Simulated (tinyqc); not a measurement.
From one set of inputs to another, one input at a time: solid solubility of a dopant against its melt (retrograde solidus), clustering and the electrically active fraction. Computed by tinyqc, a small Python program. Command: `OMP_NUM_THREADS=1 python tinyqc.py 3029779 3029780 out.jsonl retro ladder`. One thread of a shared host (Intel(R) Xeon(R) Processor @ 2.30GHz), about 0.03 s of CPU time with the checks.

The inputs printed are set A. Inputs not listed in the table keep their values of set A, so the rows need not describe a real material.

Inputs (values chosen for the exercise, for a model dopant): melting point of the host T_m = 1687 K; heat of melting of the host H_f = 50.2 kJ/mol; interaction L of the melt = 12 kJ/mol; enthalpy of transfer from melt to solid H = 0.901 eV; entropy of transfer S = -2.43 k_B; site density N0 = 5e+22 1/cm^3; temperature T = 1040 K; total dopant density N_t = 1.1e+21 1/cm^3; atoms per cluster m = 3; cluster scale N* at 1273 K = 4.3e+20 1/cm^3; activation energy E_b of the cluster scale = 0.22 eV; anneal temperature T_a = 1100 K; mobility mu = 40 cm^2/(V s).

Clustering: clusters of m atoms, electrons left out.

Constants: R = 8.314462618 J/(mol K); k_B = 8.617333262e-05 eV/K; e = 1.602176634e-19 C; N_A = 6.02214076e+23 1/mol.

Method:
- x_l and x_s are atom fractions of the dopant in melt and solid; the solid is dilute. Liquidus of the host: R T ln(1 - x_l) + L x_l^2 = -H_f (1 - T/T_m). Distribution: k = x_s/x_l = exp[L (1 - x_l)^2/(R T)] exp(S/k_B - H/(k_B T)), the first factor being the activity coefficient in the melt. Solubility = x_s N0; at T_m x_l = 0.
- The largest x_s N0 between 900 K and T_m. For an ideal melt with constant heats the maximum has x_l = H_f/(H + H_f), H in the same units.
- A highly soluble donor (another dopant than that of the solidus) is limited by clustering. Donors N_a are active, and clusters hold m atoms each: N_t = N_a + m C, m C = N* (N_a/N*)^m, with N*(T) = N*(1273 K) exp[-(E_b/k_B)(1/T - 1/1273)]. Resistivity = 1/(e mu N_a).

Each row keeps all changes above it:
```
input moved                                         from       to  solubility (1/cm^3)  temperature of the maximum (K)  resistivity (milliohm cm)
set A                                                  -        -           1.8412e+17                          1537.3                    0.38218
cluster scale N* at 1273 K (1/cm^3)              4.3e+20  3.7e+20           1.8412e+17                          1537.3                    0.41591
total dopant density N_t (1/cm^3)                1.1e+21  1.3e+21           1.8412e+17                          1537.3                    0.38737
temperature T (K)                                   1040     1270           1.0368e+18                          1537.3                    0.38737
interaction L of the melt (kJ/mol)                    12      2.8           8.7302e+17                          1505.1                    0.38737
activation energy E_b of the cluster scale (eV)     0.22     0.34           8.7302e+17                          1505.1                    0.42839
enthalpy of transfer from melt to solid H (eV)     0.901    0.646           8.9732e+18                          1460.6                    0.42839
entropy of transfer S (k_B)                        -2.43    -0.74           4.8630e+19                          1460.6                    0.42839
```

Where does the difference come from?

Solubility goes from 1.84e17 to 4.86e19, a factor 264 in all. The largest single move comes from enthalpy of transfer from melt to solid H (a factor 10.3). Temperature of the maximum goes from 1540 to 1460, a factor 0.950 in all. The largest single move comes from enthalpy of transfer from melt to solid H (a factor 0.970). Resistivity goes from 0.382 to 0.428, a factor 1.12 in all. The largest single move comes from activation energy E_b of the cluster scale (a factor 1.11), and total dopant density N_t works against it (a factor 0.931). The single moves hold for this order of the switches; the total does not depend on the order.

Caution (all rows): this clustering law is a generic form; degeneracy and a doping-dependent mobility are left out.

Extremes, crossings and ranges named in words are read from the listed rows.
